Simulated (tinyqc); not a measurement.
# Radius, Mott density and mass from the binding energy

Question. A donor has the isolated binding energy E0 = cc Ry, Ry = (m0 q^3/(8 eps0^2 h^2)) me/eps_r^2 in eV, radius a = q/(8 pi eps0 eps_r E0) and Mott density (0.26/a)^3. Find a, the Mott density and me.

Parameters, values chosen for the exercise: relative permittivity eps_r = 9.49; ratio of the true binding energy to the hydrogenic one cc = 1.7.

Constants: q = 1.602176634e-19 C, eps0 = 8.8541878128e-12 F/m, h = 6.62607015e-34 J s, m0 = 9.1093837015e-31 kg. Results are converted to the units shown.

E0 = 56.501483 meV

Solution. Each follows directly from E0.

a = 1.343 nm
Mott density = 7.260e18 cm^-3
me = 0.2200 m0

Computed by the program tinyqc: `OMP_NUM_THREADS=1 python tinyqc.py 2330120 2330121 out.jsonl`, one thread of a shared Intel Xeon 2.30GHz, about 0.01 s for the whole run.
